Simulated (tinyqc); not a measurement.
Thresholds of impact ionisation and Auger recombination from band masses, step by step. Values are carried at full precision from step to step, so a last printed digit may differ when a step is redone from the rounded ones.

Parabolic bands, no phonon. At threshold the three slow carriers share one velocity. With M their total mass and m4 the mass of the fast carrier, the fast carrier has the kinetic energy E_T = G M/(M - m4) and the slow ones together E_a = G m4/(M - m4), the activation energy of the Auger rate. CCCH (fast electron): G = Eg, M = 2 me + mh, m4 = me. CHHS (hole into the split-off band): G = Eg - Dso, M = 2 mh + me, m4 = ms; this form holds for Eg > Dso (below, the process needs about Dso - Eg and is marked by a dash). CHHL (hole into the light band): G = Eg, M = 2 mh + me, m4 = ml. CHHH (fast heavy hole): G = Eg, M = 2 mh + me, m4 = mh.

Constants: kB = 8.617333262e-05 eV/K; hbar^2/2m0 = 3.80998211 eV angstrom^2.

Values chosen for the exercise (near those of GaSb, gap at low temperature and not tied to T; shifted at random, so the results belong to these values and not to a real crystal):
```
symbol  value   unit  meaning
Eg      0.792   eV    gap at Gamma to the s-like level
Dso     0.769   eV    spin-orbit splitting
me      0.0395  m0    electron mass at Gamma
mh      0.34    m0    heavy-hole mass
ms      0.129   m0    split-off mass
ml      0.0438  m0    light-hole mass
T       400     K     temperature
```

## Thresholds of four processes

Give G, M, m4, E_T, E_a and E_a/kT.

Results:
```
process  G (eV)       M      m4  E_T (eV)  E_a (eV)  E_a/kT
CCCH     0.7920  0.4190  0.0395    0.8744    0.0824    2.39
CHHS     0.0230  0.7195  0.1290    0.0280    0.0050    0.15
CHHL     0.7920  0.7195  0.0438    0.8433    0.0513    1.49
CHHH     0.7920  0.7195  0.3400    1.5016    0.7096   20.59
```

The lowest activation energy is that of CHHS (5 meV), then CHHL (51 meV). CHHS leads because G = Eg - Dso is small. At equal G a light fast carrier takes up the energy with little momentum, so little is asked of the slow ones; CHHH asks 0.90 Eg. For equal masses E_T would be 3/2 Eg; for electrons here it is 1.104 Eg.

## Momenta at the CCCH threshold

At the threshold of the parabolic CCCH process the fast electron has E_T = Eg M/(M - me), M = 2 me + mh, and the slow carriers E_a = E_T - Eg together. It has k4 = sqrt(me E_T/c), c = hbar^2/2m0; the slow carriers share k4 in proportion to their masses. Give the wave vectors and kinetic energies, and check that they add up to E_a.

k4 = 0.09521 1/angstrom

electron, electron, hole (1/angstrom): 0.00898  0.00898  0.07726

their kinetic energies (meV): 7.77  7.77  66.89

sum = 82.43 meV

The hole carries 81 % of the momentum and of the energy of the slow carriers.

## Non-parabolicity raises the threshold

Non-parabolic fast electron: E (1 + alpha E) = c k^2/me with alpha = (1 - me)^2/Eg; the slow carriers stay parabolic, so E_T = Eg + me E_T (1 + alpha E_T)/M, M = 2 me + mh (the root between Eg and 1.9 Eg).

Give alpha, E_T, E_a = E_T - Eg and k4.

alpha = 1.1648 1/eV
E_T = 0.9943 eV
E_a = 0.2023 eV
k4 = 0.14916 1/angstrom

E_a is 2.45 times the parabolic value, since an electron at E_T above the edge has 1 + alpha E_T = 2.16 times the squared momentum, and E_T itself is 1.14 times higher. In the real crystal the L valleys lie below this energy, so the fast electron may not stay in the Gamma valley.

## Temperature dependence

For non-degenerate carriers at fixed densities the Auger coefficient goes as exp(-E_a/kT), up to slowly varying powers of T. Give exp(-E_a/kT) for the parabolic and the non-parabolic CCCH value, and the characteristic temperature T0 = kT^2/E_a of each.

Boltzmann factors: 0.09149  0.002826

T0 (K): 167  68

Non-parabolicity lowers the factor by 32 times; direct CCCH is weak, so processes with lower thresholds can lead.

## Checks

- Largest energy that an electron at k4 can give to a pair, by numerical search, against Eg (eV): both 0.7920.

(tinyqc, `OMP_NUM_THREADS=1 python tinyqc.py 1850365 1850366 out.jsonl`, Intel(R) Xeon(R) Processor @ 2.30GHz, 1 thread, shared host, about 0.01 s.)
